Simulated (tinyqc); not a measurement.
From results back to parameters: eight-band Kane k.p model. Two cases, with inputs chosen for the exercise.

Problem. In the Kane model 1/m = A_r + Ep (Eg + 2 Dso/3)/(Eg (Eg + Dso)) and the Roth formula gives g* = 2 - 2 Ep Dso/(3 Eg (Eg + Dso)). The mass and the g factor below were computed from hidden Ep and Dso.

Find: X; Y; Ep; Dso.

Method. Let X = 1/m - A_r and Y = (2 - g*)/2. Then X + Y = Ep/Eg and X - 2 Y = Ep/(Eg + Dso).

Case 1.

Values chosen (out of a larger set: near those of GaAs; not measured data): Eg = 1.524 eV (gap at Gamma to the s-like level); A_r = 1 (remote-band term in 1/m).

m = 0.0589745 m0
g* = -0.07653

Solution.

X = 15.956
Y = 1.038
Ep = 25.90 eV
Dso = 0.342 eV

Case 2.

Values chosen (out of a larger set: near those of InAs; not measured data): Eg = 0.411 eV (gap at Gamma to the s-like level); A_r = -0.4 (remote-band term in 1/m).

m = 0.0236421 m0
g* = -14.30846

Solution.

X = 42.697
Y = 8.154
Ep = 20.90 eV
Dso = 0.381 eV

Computed by tinyqc, one run a case: `OMP_NUM_THREADS=1 python tinyqc.py N N+1 out.jsonl` with N = 1050902, 1050915; one thread of a shared Intel(R) Xeon(R) Processor @ 2.30GHz, about 0.01 s a run at most.
